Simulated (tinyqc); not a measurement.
Energies of the polytypes: polytypes and stacking faults of a tetrahedral semiconductor in an axial Ising model with couplings up to third neighbours. Computed by tinyqc, a small Python program. Command: `OMP_NUM_THREADS=1 python tinyqc.py 3008765 3008766 out.jsonl polytype walk`. One thread of a shared host (Intel(R) Xeon(R) Processor @ 2.30GHz), about 0.01 s of CPU time with the checks.

Each double layer has s = +1 or -1 for the sense of its stacking step; E per pair of atoms = E0 - sum_n J_n <s_i s_(i+n)>, n = 1, 2, 3. Hexagonality h = (1 - <s_i s_(i+1)>)/2.

Inputs (values chosen for the exercise, of the order of those of SiC for J, a, G and the gaps):
```
quantity   value      unit
J1          2.04  meV/pair
J2         -3.41  meV/pair
J3         -0.35  meV/pair
gap of 3C   2.39        eV
gap of 4H   3.26        eV
```

Method. E - E(3C) = sum_n J_n (1 - C_n), C_n = <s_i s_(i+n)>. The gap is taken linear in h between 3C (h = 0) and 4H (h = 1/2), a rough rule, with a dash beyond.

correlations of the repeat units 3C (+), 2H (+-), 4H (++--), 6H (+++---), 15R (+++--), 8H (++++----), 21R (++++---), 9R (++-):
```
        n = 1     n = 2     n = 3
3C    1.00000   1.00000   1.00000
2H   -1.00000   1.00000  -1.00000
4H    0.00000  -1.00000   0.00000
6H    0.33333  -0.33333  -1.00000
15R   0.20000  -0.60000  -0.60000
8H    0.50000   0.00000  -0.50000
21R   0.42857  -0.14286  -0.71429
9R   -0.33333  -0.33333   1.00000
```

Polytypes:
```
polytype       h  E - E(3C) (meV/pair)  gap by the linear rule (eV)
3C        0.0000                0.0000                       2.3900
2H        1.0000                3.3800                            -
4H        0.5000               -5.1300                       3.2600
6H        0.3333               -3.8867                       2.9700
15R       0.4000               -4.3840                       3.0860
8H        0.2500               -2.9150                       2.8250
21R       0.2857               -3.3314                       2.8871
9R        0.6667               -1.8267                            -
```

E(2H) - E(3C) = 3.38 meV/pair

E(4H) - E(3C) = -5.13 meV/pair

E(6H) - E(3C) = -3.8867 meV/pair

What follows from these numbers?

The lowest is 4H, 0.746 meV/pair below 15R. J1/|J2| = 0.60: for J3 = 0 and J2 < 0 the ground state is 2H below -2, 4H between -2 and 2, and 3C above 2; at 2 itself all periods with bands of two or more layers are degenerate.

Extremes, crossings and ranges named in words are read from the listed rows.
